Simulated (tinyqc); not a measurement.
A run and its error bars: classical Heisenberg spin chain: exact results, Metropolis, heat-bath and over-relaxation steps, and a Monte Carlo run. Computed by tinyqc, a small Python program. Command: `OMP_NUM_THREADS=1 python tinyqc.py 3130315 3130316 out.jsonl heismc walk`. One thread of a shared host (Intel(R) Xeon(R) Processor @ 2.30GHz), about 0.1 s of CPU time with the checks.

E = -J sum_i s_i . s_(i+1) for unit vectors s_i on an open chain; K = J/(k_B T).

Inputs (values chosen for the exercise, for a model chain of large moments): coupling J = 36 meV; temperature T = 284 K; moment mu = 3.5 mu_B; length N of the open chain = 8; seed = 86573.

Update: heat bath.

Constants: k_B = 8.617333262e-05 eV/K; mu_B = 5.7883818060e-05 eV/T.

Method:
- Each bond angle is independent, so u = <s_i . s_(i+1)> = coth K - 1/K, <s_i . s_(i+n)> = u^n, correlation length xi = -1/ln|u|, energy per bond -J u, heat capacity per bond c/k_B = 1 - K^2/sinh^2 K, and for the long chain chi = mu^2 (1 + u)/(3 k_B T (1 - u)) per spin.
- For N spins, <|sum s|^2>/N = (1 + u)/(1 - u) - 2 u (1 - u^N)/(N (1 - u)^2); the long chain has (1 + u)/(1 - u), chi over the Curie value, and the difference is relative to it.
- From the ordered state (alternating for J < 0), with each spin drawn from exp(h . s), h = K x sum of neighbours, 200 sweeps are discarded and 1600 recorded (even and odd sites in turn; random numbers not printed, so these rows are one sample). Errors are the scatter of block means over sqrt(number of blocks).

K = 1.47100

u = 0.431587

<|sum s|^2>/N = 2.18502

Blocking:
```
block length  mean bond product      error  <|sum s|^2>/N     error
1                       0.42572  0.0045161         2.1156  0.033481
4                       0.42572  0.0047500         2.1156  0.039530
16                      0.42572  0.0053790         2.1156  0.043059
40                      0.42572  0.0051921         2.1156  0.036627
80                      0.42572  0.0051763         2.1156  0.034732
```

What follows from these numbers?

With blocks of 40 the bond product is 1.1 error bars from the exact u = 0.4316, and <|sum s|^2>/N is 1.9 from the exact 2.185. Blocking to 40 changes the two errors by factors 1.1 and 1.1.
